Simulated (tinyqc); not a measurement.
Raising U: Hubbard chain of 4 sites, mean field against exact. Computed by the program tinyqc. Collinear unrestricted mean field (the lowest of 40 random starts) against exact diagonalisation.

one-body matrix (hopping and site energies) (eV):
```
         1        2        3        4
1   0.0000  -1.8500   0.0000   0.0000
2  -1.8500   0.0000  -1.8500   0.0000
3   0.0000  -1.8500   0.0000  -1.8500
4   0.0000   0.0000  -1.8500   0.0000
```

electrons, up and down: 2  2

Exact and mean-field results (eV):
```
U          U/t   E exact  E mean field  mean |n_up - n_down|  double occupancy, exact  first gap in the sector
0.930    0.503  -7.39197      -7.34345                 0.000                    0.224                    2.029
1.850    1.000  -6.61443      -6.42345                 0.000                    0.199                    1.810
3.700    2.000  -5.32049      -4.61952                 0.393                    0.152                    1.459
5.550    3.000  -4.34274      -3.40769                 0.697                    0.114                    1.197
7.400    4.000  -3.61332      -2.65349                 0.820                    0.085                    0.999
11.100   6.000  -2.64908      -1.81485                 0.918                    0.049                    0.736
14.800   8.000  -2.06677      -1.37283                 0.953                    0.031                    0.575
22.200  12.000  -1.42093      -0.92069                 0.979                    0.015                    0.395
37.000  20.000  -0.86695      -0.55407                 0.993                    0.006                    0.241
```

What does the comparison show, and why?

In absolute terms mean field is worst at U/t = 4.0, 0.960 eV too high: at small U it is nearly exact, and at large U it misses only exchange-scale energies. Its local moments set in at U/t = 2.0 of those listed, a broken symmetry that the exact state of a finite cluster with equal spins does not have. Relative to the exact energy its error is 0.7 % at the smallest U, 36 % at most and 36 % at the largest. The double occupancy falls from 0.224 to 0.006; at the largest U the first gap is 0.65 times the exchange scale 4t^2/U.
